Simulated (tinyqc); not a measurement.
Surface potential of a MOS transistor: implicit equation and explicit approximations: two steps of the calculation.

p-type body, charge-sheet picture, depletion and inversion only, full ionisation (an idealisation for deep acceptors), Boltzmann statistics (rough once Na exp(x - xn) passes about Nc/7). In units of Vt: xg = (Vg - Vfb)/Vt, x = psi/Vt, G = gamma/sqrt(Vt), xn = (2 phiF + Vc)/Vt. The implicit equation is (xg - x)^2 = G^2 [x - 1 + exp(x - xn)] for x above about 3. Cox = eps0 eox/tox.

Inputs (values chosen for the exercise); band and dielectric values close to those of silicon:
- T = 300 K (temperature)
- eox = 25.3 (relative permittivity of the gate insulator (close to zirconium oxide))
- tox = 4.5 nm (insulator thickness)
- Vc = 0.5 V (channel-body voltage)

Constants: q = 1.602176634e-19 C, kB = 1.380649e-23 J/K, Vt = kB T/q, eps0 = 8.8541878128e-14 F/cm where lengths are in cm. Results are converted to the units shown.

Task 1. Explicit approximation. Depletion value a = 1 + [sqrt(G^2/4 + xg - 1) - G/2]^2; inversion value b = xn + ln[(xg - xn)^2/G^2 - xn + 1] and first guess y = min(a, b) - ln(1 + exp(-|a - b|)) if a > xn + 1, else b = y = a; one second-order correction with D = exp(y - xn), p = 2 (xg - y) + G^2 (1 + D), w = (xg - y)^2 - G^2 (y - 1 + D): z = y + 2 w/(p + sqrt(p^2 - 2 (2 - G^2 D) w)), or the Newton step z = y + w/p where the root is not real.

G = 0.70758079
xn = 56.317576
xg = 54.541235

Wanted: a; b; y; p; w; z.

Result 1.

a = 49.608
b = 49.608
y = 49.608
p = 10.368
w = -6.1042e-4
z = 49.608

The root of the implicit equation is x = 49.6080; y misses it by 5.9e-5 and z by 0, in units of Vt.

Task 2. Potential, charges and gate control. psi = Vt x; N_dep = Cox Vt G sqrt(x - 1)/q; N_inv = (Cox Vt G/q) [sqrt(x - 1 + exp(x - xn)) - sqrt(x - 1)]; dpsi/dVg = 1/[1 + G^2 (1 + exp(x - xn))/(2 (xg - x))].

converged x = 49.607962
G = 0.70758079
xn = 56.317576
xg = 54.541235

Give: psi; N_dep; N_inv; dpsi/dVg.

Result 2.

psi = 1.2825 V
N_dep = 3.9625e12 cm^-2
N_inv = 4.9691e7 cm^-2
dpsi/dVg = 0.95165

psi lies 6.7 Vt below 2 phiF + Vc.

Numbers from tinyqc (`OMP_NUM_THREADS=1 python tinyqc.py 2122145 2122146 out.jsonl`; about 0.01 s on one thread of a shared Intel Xeon 2.30GHz).
